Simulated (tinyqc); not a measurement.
Segregation gettering against temperature: solubility, supersaturation, precipitation and gettering of an impurity in a silicon-like host. Computed by tinyqc, a small Python program. Command: `OMP_NUM_THREADS=1 python tinyqc.py 3014007 3014008 out.jsonl ripen sweep`. One thread of a shared host (Intel(R) Xeon(R) Processor @ 2.30GHz), about 0.01 s of CPU time with the checks.

The wafer was saturated at T1 and is then held at T.

Inputs (values chosen for the exercise, modelled on gold in silicon):
```
quantity,value,unit
site density N0,5e+22,1/cm^3
enthalpy of solution H,1.98,eV
entropy of solution S,2.3,k_B
diffusion prefactor D0,0.00025,cm^2/s
migration energy Q,1.13,eV
temperature of saturation T1,1375,K
impurity density in the precipitate C_p,4.2e+22,1/cm^3
interface energy gamma,0.7,J/m^2
anneal time t,270,s
wafer thickness w,775,micrometre
segregation energy E_g,0.56,eV
segregation prefactor k_0,0.0011,-
getter layer thickness t_g,0.21,micrometre
```

Gettering: segregation gettering in a layer.

Constants: k_B = 8.617333262e-05 eV/K; k_B = 1.380649e-23 J/K.

Method. C_eq(T) = N0 exp(S/k_B - H/(k_B T)); D(T) = D0 exp(-Q/(k_B T)); C0 = C_eq(T1). Supersaturation s = C0/C_eq(T); critical radius r* = 2 gamma/(C_p k_B T ln s); barrier W* = (4 pi/3) gamma r*^2. Strain energy is left out. k = k_0 exp(E_g/(k_B T)); in equilibrium the bulk keeps C/C0 = 1/(1 + k t_g/w). For a strong sink on one face the slowest diffusion mode has tau_w = 4 w^2/(pi^2 D), and C/C0 is estimated as c_eq + (1 - c_eq)(8/pi^2) sum over odd m up to 99 of exp(-m^2 t/tau_w)/m^2. Precipitation is left out here.

One run for each value:
```
anneal temperature T (K),mean C/C0 at t,equilibrium C/C0,tau_w (s),segregation coefficient k
688,0.99998,0.99624,1.8449e+09,13.917
765,0.99999,0.99854,2.7090e+08,5.378
842,1.00000,0.99933,5.6496e+07,2.473
920,1.00000,0.99965,1.5086e+07,1.286
997,1.00000,0.99980,5.0178e+06,0.745
1070,1.00000,0.99987,2.0455e+06,0.478
1150,1.00000,0.99992,8.7207e+05,0.313
1230,1.00000,0.99994,4.1540e+05,0.217
```

Describe and explain the trends.

Over the rows, mean C/C0 at t goes from 1.000 through a maximum among these rows, 1.000 at 1150, to 1.000; equilibrium C/C0 rises from 0.9962 to 0.9999; tau_w (s) falls from 1.84e9 to 415000 (exponent d ln y / d ln x -18 between the first rows and -11 between the last). Cooling raises k but slows diffusion. Left out: 1310 (no supersaturation, or sinks too small to grow).

Caution (rows 688, 765, 842, 920, 997): the barrier to homogeneous nucleation is below 35 k_B T for these inputs, so new precipitates would form and outnumber the fixed sinks assumed here. Caution (all rows): for so short a time the series is cut off too early to be exact.

Extremes, crossings and ranges named in words are read from the listed rows.
